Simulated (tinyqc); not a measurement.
Metal-interlayer-semiconductor contact, depinning against tunnelling resistance: one step of the calculation.

Zero bias, n-type semiconductor. Gap states at the semiconductor surface thin out as exp(-be ti), which unpins the barrier; electrons must then cross the interlayer (a rectangular barrier, no voltage drop across it) and the parabolic depleted layer, both by WKB. Energies E are counted from the Fermi level; no image force, parabolic bands.

Problem. Pinning, barrier and scales. S = 1/(1 + (1/S0 - 1) exp(-be ti)); phiB = S (phiM - chi) + (1 - S)(Eg - E0); xi = Ec - EF deep inside, from Nd = Nc F(-xi/Vt), F(x) = (2/sqrt(pi)) int_0^infinity sqrt(u) du/(1 + exp(u - x)); band bending U = phiB - xi; E00 = (hbar/2) sqrt(Nd/(eps0 eps_r mt m0)) in volts; A = 4 pi q mA m0 kB^2/h^3.

Inputs (values chosen for the exercise); semiconductor values close to those of 4H silicon carbide; interlayer mass of the order of that in strontium titanate, offset chosen freely:
- T = 400 K (temperature)
- Eg = 3.34 eV (band gap)
- eps_r = 9.35 (relative permittivity)
- chi = 3.72 eV (electron affinity)
- Nc = 2.62e19 cm^-3 (conduction-band density of states at T)
- mt = 0.203 m0 (tunnelling mass in the semiconductor)
- mA = 0.36 m0 (Richardson mass)
- Nd = 2.9e19 cm^-3 (donor density)
- E0 = 1.9 eV (charge-neutrality level above the valence band)
- S0 = 0.65 (pinning factor without interlayer)
- phiM = 3.85 eV (metal work function)
- ti = 0.4 nm (interlayer thickness)
- be = 1.8 1/nm (decay constant of gap states through the interlayer)

Constants: q = 1.602176634e-19 C, kB = 1.380649e-23 J/K, eps0 = 8.8541878128e-12 F/m, hbar = 1.054571817e-34 J s, h = 6.62607015e-34 J s, m0 = 9.1093837015e-31 kg, Vt = kB T/q. Results are converted to the units shown.

Give: S; phiB; xi; U; E00; A.

Solution.

S = 0.7923
phiB = 0.4020 eV
xi = -0.01679 eV
U = 0.4188 eV
E00 = 0.07257 eV
A = 43.26 A/(cm^2 K^2)

Numbers from tinyqc (`OMP_NUM_THREADS=1 python tinyqc.py 2270031 2270032 out.jsonl`; about 0.02 s on one thread of a shared Intel Xeon 2.30GHz).
